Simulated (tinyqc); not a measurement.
Inside a calculation (part 2 of 2). Method: RKS/LDA (VWN5) in the sto-6g basis, for BeH2, spin multiplicity 1. Computed by tinyqc, a small Python program that keeps every step (integrals from PySCF). Command: `OMP_NUM_THREADS=1 python tinyqc.py 25661 25662 out.jsonl` (the two numbers bound the seeds that draw the settings). One thread of a shared host (Intel(R) Xeon(R) Processor @ 2.60GHz), about 0.8 s of CPU time with the checks.

Geometry (angstrom):
```
atom       x        y       z
Be    0.0000   0.0000  0.0000
H     0.0000   1.7310  0.0000
H     0.0000  -1.6920  0.0000
```

## Populations, bond orders and dipole

D after iteration 22, lower triangle:
```
          1Be 1s  1Be 2s  1Be 2px  1Be 2py  1Be 2pz    2H 1s   3H 1s
1Be 1s    2.0555
1Be 2s   -0.2165  0.9082
1Be 2px   0.0000  0.0000   0.0000
1Be 2py   0.0000  0.0032   0.0000   0.4804
1Be 2pz   0.0000  0.0000   0.0000   0.0000   0.0000
2H 1s    -0.1753  0.4941   0.0000   0.4434   0.0000   0.6766
3H 1s    -0.1757  0.4861   0.0000  -0.4396   0.0000  -0.1395  0.6672
```

overlap S, lower triangle:
```
         1Be 1s  1Be 2s  1Be 2px  1Be 2py  1Be 2pz   2H 1s   3H 1s
1Be 1s   1.0000
1Be 2s   0.2548  1.0000
1Be 2px  0.0000  0.0000   1.0000
1Be 2py  0.0000  0.0000   0.0000   1.0000
1Be 2pz  0.0000  0.0000   0.0000   0.0000   1.0000
2H 1s    0.0300  0.3153   0.0000   0.3990   0.0000  1.0000
3H 1s    0.0328  0.3285   0.0000  -0.4122   0.0000  0.0100  1.0000
```

Mulliken: Z minus the diagonal of D S on the atom; Loewdin: the same with S^(1/2) D S^(1/2); Mayer order: 2 sum_s sum (D(s) S)_ij (D(s) S)_ji over the two atoms.

Charges (e):
```
atom  Mulliken    Loewdin
1Be     0.0036     0.0016
2H     -0.0027    -0.0015
3H     -0.0009  -5.72e-05
```

Mayer bond orders:
```
pair   order
2-1   0.9745
3-1   0.9745
3-2   0.0255
```

dipole moment about the origin, x y z (debye): 0.0000  -0.0113  0.0000
